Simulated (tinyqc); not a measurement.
Two coupled magnetic layers: synthetic antiferromagnet, spin flop, exchange bias and magnetoresistance: one step, computed by the program tinyqc. Command: `OMP_NUM_THREADS=1 python tinyqc.py 3003777 3003778 out.jsonl saf walk`. One thread of a shared host (Intel(R) Xeon(R) Processor @ 2.30GHz), about 0.3 s of CPU time with the checks.

Moments lie in the plane at the angles p1, p2 from the field. Energy per area: E = J1 cos(p1 - p2) + J2 cos^2(p1 - p2) - B M_s (t1 cos p1 + t2 cos p2) + K (t1 sin^2 p1 + t2 sin^2 p2).

Problem. Tunnel magnetoresistance against a free layer along B. Julliere: TMR = 2 P1 P2/(1 - P1 P2). Conductance G(theta) = G0 (1 + P1 P2 cos theta), so RA(theta) = RA_P (1 + P1 P2)/(1 + P1 P2 cos theta); theta = p2 for the layer next to the barrier.

Inputs (values chosen for the exercise, for a model stack): spin polarisation P1 = 0.47; spin polarisation P2 = 0.56; resistance-area product, parallel = 7.3 ohm micrometre^2.

p2 = -67.44689 degrees

Give: TMR; RA, antiparallel; RA at this field.

Solution.

TMR = 71.44 %

RA, antiparallel = 12.52 ohm micrometre^2

RA at this field = 8.376 ohm micrometre^2
